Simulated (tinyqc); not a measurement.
# Exponent and activation energy from three stresses

Inverse problem. Oxide breakdown follows t63 = a V^(-n) exp(Ea q/(kB T)). Find n, Ea and the E-model slope gamma = n/E (cm/MV) at the higher voltage, E = V/tox.

Values chosen for this exercise:
```
symbol  value  unit          meaning
tox       5.2    nm  oxide thickness
```

Constants: q = 1.602176634e-19 C, kB = 1.380649e-23 J/K. Results are converted to the units shown.

t63 at (5.05 V, 373 K), (6.55 V, 373 K) and (6.55 V, 398 K) (s): [28552.897, 17.695889, 3.2321711]

Solution. The two voltages give n and the two temperatures Ea.

n = 28.4
Ea = 0.870 eV
gamma = 2.25 cm/MV

Numbers from tinyqc (`OMP_NUM_THREADS=1 python tinyqc.py 2070117 2070118 out.jsonl`; about 0.01 s on one thread of a shared Intel Xeon 2.30GHz).
